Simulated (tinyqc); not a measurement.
# Nanowire ballistic transistor, top-of-the-barrier model, step by step

Computed by the program tinyqc: `OMP_NUM_THREADS=1 python tinyqc.py 2400083 2400084 out.jsonl`, one thread of a shared Intel Xeon 2.30GHz, about 0.04 s for the whole run. Printed values are rounded.

At the top of the source barrier, states moving towards the drain are filled by the source (Fermi level 0) and states moving back by the drain (Fermi level -q Vd); nothing scatters. U is the shift of the band edge there, set by the capacitances CG, CD and CS (the total) and by the charge. Parabolic one-dimensional subband; the source is grounded.

Parameters, values chosen for the exercise; mass and valleys close to those of gallium arsenide:
- T = 200 K (temperature)
- m = 0.0701 m0 (effective mass)
- gv = 1 (valley degeneracy)
- eox = 3.9 (relative permittivity of the gate insulator)
- tox = 2.9 nm (insulator thickness)
- d = 3 nm (wire diameter)
- aG = 0.86 (gate control CG/CS)
- aD = 0.044 (drain control CD/CS)
- E0 = 0.16 eV (band edge at the barrier top above the source Fermi level at zero bias)
- Vg = 0.5 V (gate voltage)
- Vd = 0.5 V (drain voltage)

Constants: q = 1.602176634e-19 C, kB = 1.380649e-23 J/K, hbar = 1.054571817e-34 J s, h = 6.62607015e-34 J s, m0 = 9.1093837015e-31 kg, Vt = kB T/q, eps0 = 8.8541878128e-14 F/cm where lengths are in cm. Results are converted to the units shown.

## Density of states, capacitances and charge at zero bias

N0 = gv sqrt(2 m kB T/pi)/hbar, CG = 2 pi eps0 eox/ln(1 + 2 tox/d), CS = CG/aG, n0 = n at U = 0 and Vd = 0. eta1 = -(E0 + U)/Vt, eta2 = eta1 - Vd/Vt, n = (N0/2)[F_(-1/2)(eta1) + F_(-1/2)(eta2)], F_(-1/2)(x) = (1/sqrt(pi)) int_0^infinity u^(-1/2)/(1 + exp(u - x)) du. UL = -(aG Vg + aD Vd).

N0 = 1.00467e6 cm^-1
CG = 2.01616 pF/cm
CS = 2.34437 pF/cm
n0 = 93.3626 cm^-1
UL = -0.452 eV

## Iteration 1: self-consistent potential at the barrier top

U at the start (U = UL) = -0.452 eV

eta1 = -(E0 + U)/Vt, eta2 = eta1 - Vd/Vt, n = (N0/2)[F_(-1/2)(eta1) + F_(-1/2)(eta2)], F_(-1/2)(x) = (1/sqrt(pi)) int_0^infinity u^(-1/2)/(1 + exp(u - x)) du. U(out) = UL + q (n - n0)/CS. U(new) = U + 0.2 (U(out) - U).

eta1 = 16.9426
eta2 = -12.0687
n = 2.32974e6 cm^-1
U(out) = -0.292789 eV
U after iteration 1 = -0.420158 eV

## Iteration 2: self-consistent potential at the barrier top

As before.

eta1 = 15.0950
eta2 = -13.9163
n = 2.19819e6 cm^-1
U(out) = -0.301779 eV
U after iteration 2 = -0.396482 eV

## Course of the iteration: self-consistent potential at the barrier top

Stop when U changes by less than 1e-9 eV, or after 90 iterations.

Course of the iteration:

| iteration | U (eV) | \|change\| (eV) |
|---|---|---|
| 1 | -0.420158 | 0.0318 |
| 2 | -0.396482 | 0.0237 |
| 3 | -0.378953 | 0.0175 |
| 4 | -0.366021 | 0.0129 |
| 5 | -0.356512 | 9.51e-3 |
| 6 | -0.349535 | 6.98e-3 |
| 7 | -0.344428 | 5.11e-3 |
| 8 | -0.340695 | 3.73e-3 |
| 9 | -0.337969 | 2.73e-3 |
| ... | ... | ... |
| 48 | -0.330651 | 1.13e-8 |
| 49 | -0.330651 | 8.20e-9 |
| 50 | -0.330651 | 5.97e-9 |
| 51 | -0.330651 | 4.34e-9 |
| 52 | -0.330651 | 3.16e-9 |
| 53 | -0.330651 | 2.30e-9 |
| 54 | -0.330651 | 1.67e-9 |
| 55 | -0.330651 | 1.22e-9 |
| 56 | -0.330651 | 8.85e-10 |

Converged in 56 iterations. At the end each change is about 0.73 times the one before: linear convergence.

## Current, mean velocity and share of the gate voltage

converged U = -0.330651 eV

N0 = gv sqrt(2 m kB T/pi)/hbar, CG = 2 pi eps0 eox/ln(1 + 2 tox/d), CS = CG/aG, n0 = n at U = 0 and Vd = 0. eta1 = -(E0 + U)/Vt, eta2 = eta1 - Vd/Vt, n = (N0/2)[F_(-1/2)(eta1) + F_(-1/2)(eta2)], F_(-1/2)(x) = (1/sqrt(pi)) int_0^infinity u^(-1/2)/(1 + exp(u - x)) du. I = gv (2 q^2/h) Vt [ln(1 + exp eta1) - ln(1 + exp eta2)]. Mean velocity I/(q n). CQ = (q/Vt) dn/d(eta1); the band edge follows the gate as -dU/dVg = aG/(1 + CQ/CS).

eta1 = 9.90161
n = 1.77572e6 cm^-1
I = 13.2223 uA
mean velocity = 4.64751e7 cm/s
CQ = 0.849365 pF/cm
-dU/dVg = 0.631285 eV/V

The carriers from the source are degenerate (eta1 = 9.90), and the mean velocity is 2.80 times vT = sqrt(2 kB T/(pi m)) = 1.66e7 cm/s.
